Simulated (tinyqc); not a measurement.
Trading HF for NH4F at fixed fluoride: speciation in dilute and buffered hydrofluoric acid, oxide etch rate and bath loading. Computed by tinyqc, a small Python program. Command: `OMP_NUM_THREADS=1 python tinyqc.py 3120175 3120176 out.jsonl hfetch walk`. One thread of a shared host (Intel(R) Xeon(R) Processor @ 2.30GHz), about 0.01 s of CPU time with the checks.

Concentrations stand for activities, NH4+ and Cl- are spectators, and water ionisation is neglected. H, F and HF2 denote the ions H+, F- and HF2-. The base temperature is 298 K.

Inputs (values chosen for the exercise, of the order of those for thermal oxide at room temperature):
```
quantity                            value            unit
HF added                              1.9           mol/L
NH4F added                           0.94           mol/L
K1 = [H][F]/[HF]                 0.000685           mol/L
K2 = [HF2]/([HF][F])                 4.34           L/mol
K3 = [H2F2]/[HF]^2                      0           L/mol
rate constant of neutral HF k_a        12  nm L/(min mol)
rate constant of HF2 k_b               49  nm L/(min mol)
```

Method:
- Fluoride balance: [HF] + [F] + 2 [HF2] + 2 [H2F2] = HF added + NH4F added. Acid balance: [H] + [HF] + [HF2] + 2 [H2F2] = HF added + HCl added. For a trial [H], [HF] = [H][F]/K1, and the fluoride balance is a quadratic in [F].
- Rate = k_a ([HF] + 2 [H2F2]) + k_b [HF2], an empirical two-term form.
- Total fluoride is held at HF + NH4F added, without HCl; x is the share added as HF.

Against x:
```
x         pH  [F] (mol/L)  [HF] (mol/L)  [HF2] (mol/L)  rate (nm/min)
0.05  5.5059       2.5677        0.0117        0.13030          6.525
0.15  4.8347       2.0314        0.0434        0.38259         19.268
0.30  4.1496       1.2672        0.1311        0.72086         36.895
0.40  3.6798       0.8180        0.2496        0.88618         46.418
0.50  3.1656       0.4690        0.4676        0.95172         52.245
0.60  2.6530       0.2510        0.8145        0.88724         53.249
0.75  1.9730       0.0962        1.4950        0.62440         48.535
0.90  1.3174       0.0314        2.2071        0.30075         41.222
1.00  0.8364       0.0120        2.5605        0.13372         37.279
```

What follows from these numbers?

[HF2] is largest at x = 0.5 and the rate at x = 0.6 among these rows; HF2 needs both HF and F. At its best the mixture etches 1.43 times as fast as HF alone.

Extremes, crossings and ranges named in words are read from the listed rows.
